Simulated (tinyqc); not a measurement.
# Worked calculation: metal gate on a two-layer dielectric stack with fixed charge and a dipole

Program tinyqc, `OMP_NUM_THREADS=1 python tinyqc.py 2010113 2010114 out.jsonl`; Intel Xeon 2.30GHz, shared host, one thread, about 0.01 s. Printed values are rounded.

Gate, layer 2, layer 1, p-type semiconductor; x runs from the gate inwards. Charges are counted in units of +q. psi is the band bending at the surface, positive towards inversion. Classical charge, Boltzmann statistics, no interface traps.

Values chosen for this exercise; band and dielectric values those of a made-up semiconductor, layer 1 close to silicon dioxide, layer 2 close to aluminium oxide: temperature T = 300 K; band gap Eg = 1.17 eV; relative permittivity eps_r = 9.19; conduction-band density of states at T Nc = 2.55e19 cm^-3; valence-band density of states at T Nv = 2.66e19 cm^-3; electron affinity chi = 3.6 eV; acceptor density Na = 6.3e17 cm^-3; work function of the gate metal pM = 4.12 eV; thickness of layer 1, next to the semiconductor t1 = 0.4 nm; relative permittivity of layer 1 e1 = 4.01; thickness of layer 2, next to the gate t2 = 2.7 nm; relative permittivity of layer 2 e2 = 8.86; fixed charge at the semiconductor interface Q1 = 1.3e12 cm^-2; fixed charge between the layers Q2 = 1.9e11 cm^-2; uniform charge density in layer 1 r1 = 0 cm^-3; uniform charge density in layer 2 r2 = 0 cm^-3; flat-band shift by a dipole layer between the layers Vd = 0.13 V; band bending psi of the working point ps = 1.029 V.

Constants: q = 1.602176634e-19 C, kB = 1.380649e-23 J/K, Vt = kB T/q, eps0 = 8.8541878128e-14 F/cm where lengths are in cm. Results are converted to the units shown.

## Equivalent thickness and work-function difference

EOT = 3.9 (t1/e1 + t2/e2), Cox = eps0/(t1/e1 + t2/e2); phi_ms = pM - (chi + Eg - Vt ln(Nv/Na)).

EOT = 1.57752 nm
Cox = 2.18897 uF/cm^2
share of layer 1 in the EOT = 24.6608 %
phi_ms = -0.553237 V

## Flat-band voltage, term by term

EOT = 3.9 (t1/e1 + t2/e2), Cox = eps0/(t1/e1 + t2/e2); phi_ms = pM - (chi + Eg - Vt ln(Nv/Na)). Vfb = phi_ms + Vd - (q/eps0) [Q1 (t1/e1 + t2/e2) + Q2 t2/e2 + r1 (t1^2/(2 e1) + t1 t2/e2) + r2 t2^2/(2 e2)]: each charge counts with its electrical distance from the gate.

terms (V): phi_ms -0.553237, dipole 0.130000, Q1 -0.095151, Q2 -0.010477, r1 0.000000, r2 0.000000
Vfb = -0.528866 V

Apart from phi_ms the largest term is that of dipole, 130 mV; all charges and the dipole together move Vfb by 24.4 mV.

## Threshold voltage

ni = sqrt(Nc Nv) exp(-Eg/(2 Vt)), Eg in volts, pB = Vt ln(Na/ni), Vth = Vfb + 2 pB + sqrt(4 q eps0 eps_r Na pB)/Cox.

ni = 3.87386e9 cm^-3
pB = 0.488783 V
depletion charge = 0.400724 uC/cm^2
Vth = 0.631766 V

## Charge in the semiconductor

ni = sqrt(Nc Nv) exp(-Eg/(2 Vt)), Eg in volts. Qs = -sign(psi) sqrt(2 q eps0 eps_r Na Vt [exp(-u) + u - 1 + (ni/Na)^2 (exp(u) - u - 1)]), u = psi/Vt.

Qs = -0.442531 uC/cm^2

The surface is in strong inversion: psi exceeds 2 Vt ln(Na/ni) = 0.978 V.

## Fields and voltage drops

Gauss: D = -Qs just inside the semiconductor; going towards the gate subtract q Q1, then q r1 t1, q Q2 and q r2 t2. Field = D/(eps0 e); the drop over a layer is its mean field times its thickness; Vg = phi_ms + Vd + psi + both drops.

| place | D (uC/cm^2) | field (MV/cm) |
|---|---|---|
| layer 2, gate side | 0.203807 | 0.259798 |
| layer 2, inner side | 0.203807 | 0.259798 |
| layer 1, outer side | 0.234248 | 0.659756 |
| layer 1, semiconductor side | 0.234248 | 0.659756 |
| semiconductor surface | 0.442531 | 0.543851 |

drop over layer 2 = 0.0701455 V
drop over layer 1 = 0.0263902 V
Vg = 0.702298 V

The same Vg follows from Vfb + psi - Qs/Cox. The largest field, 0.660 MV/cm in size, is at: layer 1, outer side.
